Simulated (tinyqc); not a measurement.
Gas flow in a process chamber: flow regimes, conductance, effective pumping speed, pump-down, outgassing and purge: one step, computed by the program tinyqc. Command: `OMP_NUM_THREADS=1 python tinyqc.py 3120028 3120029 out.jsonl pump walk`. One thread of a shared host (Intel(R) Xeon(R) Processor @ 2.30GHz), about 0.05 s of CPU time with the checks.

Ideal gas, isothermal flow, a pump of constant speed at the end of a round pipe; process gas, volume gas and outgassing are given the same properties. 1 sccm = 101325 Pa x 1e-6 m^3/60 s x T/273.15 K.

Problem. Purging a well-mixed chamber. With steady flow a contaminant decays as exp(-t/residence time); gas used = flow x time.

Inputs (values chosen for the exercise, modelled on nitrogen near room temperature): temperature T = 350 K; process gas flow = 15 sccm.

residence time = 14.84633 s

Give: time to dilute 1e3 times; time to dilute 1e6 times; gas used for 1e6.

Solution.

time to dilute 1e3 times = 102.6 s

time to dilute 1e6 times = 205.1 s

gas used for 1e6 = 51.28 standard cm^3
